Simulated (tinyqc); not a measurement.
Temperatures in a stack of 2 dies with leakage feedback: one step of the calculation.

One-dimensional heat flow to a sink below die 0. The power of each die is released in a plane at its top; from the plane of die j > 0 heat crosses its silicon (ts), a bond layer and the wiring of die j - 1; from die 0 it crosses t0, paste and sink. Copper shares the path through bond and wiring in parallel: k_eff = fm km + (1 - fm) k. Silicon is taken at the temperature of the plane above it. Leakage is P_l exp((T - 350 K)/Tl).

Problem. Resistances per area at 300 K. R = thickness/conductivity for each layer.

Parameters, values chosen for the exercise; conductivities of the order met in silicon, wiring layers, bonds and pastes: conductivity of silicon at 300 K k0 = 146 W/(m K); thickness of a thinned die ts = 30 um; thickness of the die next to the sink t0 = 500 um; thickness of the wiring layers tb = 5 um; conductivity of the wiring layers kb = 2.9 W/(m K); thickness of a bond layer tg = 10 um; conductivity of the bond dielectric kg = 1 W/(m K); area share of copper through bond and wiring fm = 0; conductivity of copper km = 390 W/(m K); paste and lid Rt = 0.11 K cm^2/W; heat sink Rs = 1.2 K cm^2/W.

Give: thick die; thinned die; k_eff of the bond; k_eff of the wiring; bond plus wiring; paste plus sink.

Solution.

thick die = 0.03425 K cm^2/W
thinned die = 0.002055 K cm^2/W
k_eff of the bond = 1.000 W/(m K)
k_eff of the wiring = 2.900 W/(m K)
bond plus wiring = 0.1172 K cm^2/W
paste plus sink = 1.310 K cm^2/W

Computed by the program tinyqc: `OMP_NUM_THREADS=1 python tinyqc.py 2162213 2162214 out.jsonl`, one thread of a shared Intel Xeon 2.30GHz, about 0.03 s for the whole run.
